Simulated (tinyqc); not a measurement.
# On-chip interconnect, size-dependent resistivity and RC delay: two studies

A rectangular line between two neighbours and two ground planes. Surface and grain-boundary scattering are added to the bulk resistivity as corrections; capacitances are parallel-plate values without fringing; inductance is ignored.

Parameters, values chosen for the exercise; metal values close to those of copper: bulk resistivity rho0 = 1.68 uohm cm; bulk mean free path lam = 41 nm; specular share of surface scattering ps = 0; reflection coefficient of grain boundaries Rg = 0.49; grain size over the metal width gr = 1; drawn line width wd = 8.6 nm; aspect ratio, height over width AR = 1.8; liner on both walls and the bottom, not conducting tl = 1.1 nm; space to the neighbouring lines sp = 8.6 nm; dielectric height to the planes above and below hd = 16 nm; relative permittivity of the dielectric ek = 2.2; Miller factor of the neighbours Mf = 2; line length Lw = 6.5 um; driver resistance Rd = 650 ohm; load capacitance Cl = 0.85 fF; bulk resistivity of the second metal (close to tungsten) rho2 = 5.24 uohm cm; mean free path of the second metal lam2 = 15.8 nm; liner of the second metal tl2 = 0.5 nm.

Constants: eps0 = 8.8541878128e-12 F/m. Results are converted to the units shown.

Each table varies one quantity; the others keep the values above.

## Delay against the reflection coefficient of grain boundaries

Metal width x = wd - 2 tl, height y = AR wd - tl; grain boundaries (Mayadas-Shatzkes): al = (lam/(gr x)) Rg/(1 - Rg), g = 1/[1 - 3 al/2 + 3 al^2 - 3 al^3 ln(1 + 1/al)] - 1; surfaces (Fuchs-Sondheimer, thick limit): s = (3/8) lam (1 - ps)(1/x + 1/y); rho = rho0 (1 + g + s); r = rho/(x y); c = eps0 ek (2 wd/hd + 2 Mf AR wd/sp). Elmore delay tE = Rd (c Lw + Cl) + r Lw (c Lw/2 + Cl); t50 is the time at which the far end of a ladder of 30 pi sections (half capacitances at both ends, Cl at the far end, a step applied through Rd) reaches half the step; line share r Lw/(Rd + r Lw); estimate 0.69 Rd (c Lw + Cl) + 0.38 r c Lw^2 + 0.69 r Lw Cl.

The same in every row: c (fF/um) = 0.1612.

Results:
```
Rg,rho (uohm cm),r (ohm/um),tE (ps),t50 (ps),estimate (ps),line share of the resistance (%)
0.05,8.314,903.4,9.301,6.798,6.633,90.03
0.15,10.12,1100,11.06,8.080,7.890,91.67
0.25,12.39,1346,13.25,9.684,9.465,93.08
0.35,15.34,1666,16.11,11.78,11.52,94.34
0.45,19.35,2103,20.01,14.62,14.31,95.46
0.65,34.27,3724,34.49,25.19,24.68,97.38
0.75,50.67,5506,50.40,36.80,36.09,98.22
```

Estimate the missing row, Rg = 0.55.

Computed row:
```
Rg,rho (uohm cm),r (ohm/um),tE (ps),t50 (ps),estimate (ps),line share of the resistance (%)
0.55,25.16,2733,25.64,18.73,18.35,96.47
```

With this row back in the table: As Rg goes from 0.05 to 0.75, r rises from 903 to 5510 ohm/um, c stays at 0.161 fF/um and t50 rises from 6.80 to 36.8 ps. t50/tE lies between 0.730 and 0.731, and the estimate is within 2.4 % of t50.

## Two metals against line width

Metal width x = wd - 2 tl, height y = AR wd - tl; grain boundaries (Mayadas-Shatzkes): al = (lam/(gr x)) Rg/(1 - Rg), g = 1/[1 - 3 al/2 + 3 al^2 - 3 al^3 ln(1 + 1/al)] - 1; surfaces (Fuchs-Sondheimer, thick limit): s = (3/8) lam (1 - ps)(1/x + 1/y); rho = rho0 (1 + g + s); r = rho/(x y). The second metal has rho2, lam2 and tl2 in place of rho0, lam and tl; ps, Rg, gr and AR are shared.

Two metals against line width:
```
wd (nm),"rho, first (uohm cm)","rho, second (uohm cm)","r, first (ohm/um)","r, second (ohm/um)",ratio second/first
5,45.80,43.48,2.070e4,1.279e4,0.6176
6.5,30.75,33.23,6746,5395,0.7997
8,23.39,27.34,3033,2810,0.9267
10,17.93,22.52,1360,1430,1.051
13,13.50,18.27,560.5,664.9,1.186
17,10.36,15.07,237.2,312.9,1.319
22,8.201,12.77,107.6,155.5,1.446
30,6.354,10.73,43.21,69.16,1.601
45,4.741,8.889,13.86,25.10,1.810
70,3.630,7.588,4.287,8.762,2.044
120,2.815,6.614,1.112,2.579,2.319
```

Read the table: what changes, and by how much?

The resistivity of the first metal falls from 45.8 to 2.82 uohm cm and that of the second goes from 43.5 to 6.61 uohm cm as the line widens. The products rho0 lam, which set the size effect, are 68.9 and 82.8 uohm cm nm. The two resistances cross at wd = 9.11 nm: below it the second metal gives the lower line resistance. For widths well under the mean free path the thick-limit surface term is only a guide.

Range of the model: The metal width is under the mean free path, where the thick-limit surface term and the simple sum of corrections lose accuracy.

Numbers from tinyqc (`OMP_NUM_THREADS=1 python tinyqc.py 2100166 2100167 out.jsonl`; about 0.01 s on one thread of a shared Intel Xeon 2.30GHz).
